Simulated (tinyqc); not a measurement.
Quantum limit of the contact resistance of a three-dimensional channel: two steps of the calculation.

Parabolic band with gv valleys, C = hbar^2/(2 m0), eta = (EF - Ec)/(kB T). Landauer picture: each mode conducts 2 q^2/h, and the contacts and the channel add incoherently in series, 1/Tt - 1 = 2 (1/tc - 1) + L/lam for the total transmission Tt.

Inputs (values chosen for the exercise):
```
symbol   value   unit                                meaning
T          300      K                            temperature
m         0.24     m0                                   mass
gv           1                                       valleys
n       4.2e20  cm^-3                        carrier density
tc           1                  transmission of each contact
lam        5.9     nm  back-scattering length of the channel
L          160     nm                         channel length
```

Constants: q = 1.602176634e-19 C, kB = 1.380649e-23 J/K, hbar = 1.054571817e-34 J s, h = 6.62607015e-34 J s, m0 = 9.1093837015e-31 kg, Vt = kB T/q, hbar^2/(2 m0) = 0.0380998212 eV nm^2. Results are converted to the units shown.

Question 1. Fermi level and modes. n = N F12(eta), N = 2 gv (m kB T/(4 pi C))^1.5, F12(x) = (2/sqrt(pi)) int_0^infinity sqrt(u)/(1 + exp(u - x)) du; modes per area M = gv m kB T ln(1 + exp(eta))/(4 pi C); at zero temperature M0 = gv kF^2/(4 pi), kF = (3 pi^2 n/gv)^(1/3). kB T in eV.

Find: N; eta; M; M0.

Answer 1.

N = 2.950e18 cm^-3
eta = 32.94
M = 4.268e13 cm^-2
M0 = 4.271e13 cm^-2

The zero-temperature count is 0.076 % above the thermal one.

Question 2. Resistances. RQ = (h/2q^2)/M for the whole device, R = RQ/Tt; the part of one contact is Rc = RQ (1/tc - 1/2) and the channel adds RQ L/lam.

M = 4.2681628e13 cm^-2

Find: RQ; Rc; channel; R; Tt.

Answer 2.

RQ = 3.0239e-10 ohm cm^2
Rc = 1.5119e-10 ohm cm^2
channel = 8.2003e-9 ohm cm^2
R = 8.5027e-9 ohm cm^2
Tt = 0.035564

The two contacts make up 3.56 % of R.

Numbers from tinyqc (`OMP_NUM_THREADS=1 python tinyqc.py 2760148 2760149 out.jsonl`; about 0.02 s on one thread of a shared Intel Xeon 2.30GHz).
